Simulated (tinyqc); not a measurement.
From results back to parameters: Lorentz oscillators and the Kramers-Kronig relations. Three cases, with inputs chosen for the exercise.

Problem. Below the gap a single undamped oscillator gives n^2 - 1 = Eo Ed/(Eo^2 - E^2) (Wemple-DiDomenico). Two refractive indices were computed from hidden Eo and Ed.

Case 1.

Values chosen: Ea = 0.86 eV; Eb = 2.04 eV.
n(Ea) = 1.397845
n(Eb) = 1.410714

Case 2.

Values chosen: Ea = 1.07 eV; Eb = 2.32 eV.
n(Ea) = 1.327866
n(Eb) = 1.409791

Case 3.

Values chosen: Ea = 0.9 eV; Eb = 2.15 eV.
n(Ea) = 2.797320
n(Eb) = 3.206656

Find: Eo; Ed; n at E = 0.
Solution. 1/(n^2 - 1) = Eo/Ed - E^2/(Eo Ed) is a straight line in E^2: slope -1/(Eo Ed), intercept Eo/Ed.

Case 1.

Eo = 9.72 eV
Ed = 9.2 eV
n at E = 0 = 1.395

Case 2.

Eo = 4.45 eV
Ed = 3.2 eV
n at E = 0 = 1.311

Case 3.

Eo = 3.90 eV
Ed = 25.2 eV
n at E = 0 = 2.732

Computed by tinyqc, one run a case: `OMP_NUM_THREADS=1 python tinyqc.py N N+1 out.jsonl` with N = 1650151, 1650172, 1650335; one thread of a shared Intel(R) Xeon(R) Processor @ 2.30GHz, about 0.2 s a run at most.
